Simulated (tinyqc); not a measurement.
# Input admittance of a MOSFET at zero drain bias: distributed channel and distributed gate: effects of single changes

Source and drain grounded, strong inversion, w = 2 pi f, Cox = eps0 eox/tox. The channel is an RC line of resistance 1/(mu Cox Vo) per square fed from both ends, so one finger has the intrinsic admittance y = i w Cox L tanh(g)/g per width, g = (1/2) sqrt(i w tau), tau = L^2/(mu Vo). The vertical resistance rv/L is in series with y, the overlaps 2 i w Cov in parallel: y_t = 1/(1/y + rv/L) + 2 i w Cov. The gate strip is a line of Rsh/L per length loaded by y_t, so a finger has Y = y_t Wf tanh(k)/k, k = (Wf/sd) sqrt(y_t Rsh/L); the device has Nf Y.

Values chosen for this exercise; values of the order met in silicon radio-frequency transistors: relative permittivity of the gate insulator (close to zirconium oxide) eox = 25.7; insulator thickness tox = 16 nm; channel length L = 0.1 um; finger width Wf = 0.64 um; number of fingers Nf = 32; channel mobility mu = 110 cm^2/(V s); gate overdrive Vo = 0.53 V; sheet resistance of the gate Rsh = 3.3 ohm/square; vertical resistivity of the gate stack rv = 0 ohm um^2; number of ends at which a finger is contacted sd = 1; overlap and fringe capacitance on each side Cov = 0.35 fF/um; frequency f = 55 GHz.

Constants: eps0 = 8.8541878128e-14 F/cm where lengths are in cm. Results are converted to the units shown.

Each table varies one quantity; the others keep the values above.

## Input impedance against frequency

Low-frequency limits, with c = Cox L and ct = c + 2 Cov: R_strip = Rsh Wf/(3 sd^2 L Nf), R_ch = (c/ct)^2 L/(12 mu Cox Vo Wf Nf), R_vert = (c/ct)^2 rv/(L Wf Nf), C = ct Wf Nf. Z = 1/(Nf Y) = R + 1/(i w C), Q = |Im Z|/R, far-point signal |1/cosh k|.

The same in every row: low-frequency R (ohm) = 2.424.

Input impedance against frequency:
```
f (GHz)     w tau      |k|  R (ohm)  C (fF)      Q  signal at the far point
0.6      0.006466  0.01040    2.424   43.46   2518                    1.000
1         0.01078  0.01343    2.424   43.46   1511                    1.000
3         0.03233  0.02325    2.424   43.46  503.6                    1.000
6         0.06466  0.03288    2.424   43.46  251.8                    1.000
10         0.1078  0.04245    2.424   43.46  151.1                    1.000
30         0.3233  0.07352    2.424   43.45  50.38                   0.9999
60         0.6466   0.1039    2.422   43.42  25.22                   0.9998
100         1.078   0.1339    2.419   43.34  15.18                   0.9994
300         3.233   0.2280    2.377   42.39  5.264                   0.9954
```

R falls from 2.42 to 2.38 ohm and C falls from 43.5 to 42.4 fF. Q goes as f^(-1.00) between the first two rows and f^(-0.96) between the last two, where w tau = 3.23 and |k| = 0.228. The low-frequency limits hold both R and C within 5 % up to f = 300 GHz among the rows.

## Effect of the gate overdrive

Same model as above.

Results:
```
Vo (V)   w tau      |k|  R (ohm)  low-frequency R (ohm)  C (fF)      Q  signal at the far point
0.2      1.571  0.09908    6.031                  6.061   43.20  11.11                   0.9996
0.35    0.8976  0.09940    3.552                  3.557   43.38  18.78                   0.9997
0.5     0.6283  0.09948    2.554                  2.556   43.42  26.09                   0.9998
0.8     0.3927  0.09953    1.680                  1.680   43.45  39.65                   0.9999
0.95    0.3307  0.09954    1.449                  1.450   43.45  45.95                   0.9999
1.1     0.2856  0.09955    1.282                  1.282   43.45  51.96                   0.9999
1.25    0.2513  0.09955    1.154                  1.154   43.46  57.69                   0.9999
```

Estimate the missing row, Vo = 0.65 V.

Computed row:
```
Vo (V)   w tau      |k|  R (ohm)  low-frequency R (ohm)  C (fF)      Q  signal at the far point
0.65    0.4833  0.09952    2.016                  2.017   43.44  33.04                   0.9999
```

With this row back in the table: As Vo goes from 0.2 to 1.25, R falls from 6.03 to 1.15 ohm, C rises from 43.2 to 43.5 fF and Q rises from 11.1 to 57.7. Only the channel term depends on Vo.

Numbers from tinyqc (`OMP_NUM_THREADS=1 python tinyqc.py 2262209 2262210 out.jsonl`; about 0.01 s on one thread of a shared Intel Xeon 2.30GHz).
